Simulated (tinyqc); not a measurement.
# Potential step from the flux

Inverse problem. On one interval J = (q mu Vt/hx) [nb B(d) - na B(-d)], B(d) = d/(exp(d) - 1), d = (psi_b - psi_a)/Vt. Find psi_b - psi_a, and the step at which J would vanish.

Values chosen for this exercise: temperature T = 450 K; electron mobility mu = 1340 cm^2/(V s); density at the left node na = 4.1e13 cm^-3; density at the right node nb = 3e13 cm^-3; node spacing hx = 13 nm.

Constants: q = 1.602176634e-19 C, kB = 1.380649e-23 J/K, Vt = kB T/q. Results are converted to the units shown.

J = -744.17942 A/cm^2

Answer. B(d) falls and B(-d) rises with d, so J falls steadily with the step and one value matches. J = 0 needs nb/na = exp(d), the Boltzmann ratio.

psi_b - psi_a = 0.1080 V
step for J = 0 = -0.01211 V

Program tinyqc, `OMP_NUM_THREADS=1 python tinyqc.py 2220063 2220064 out.jsonl`; Intel Xeon 2.30GHz, shared host, one thread, about 0.01 s.
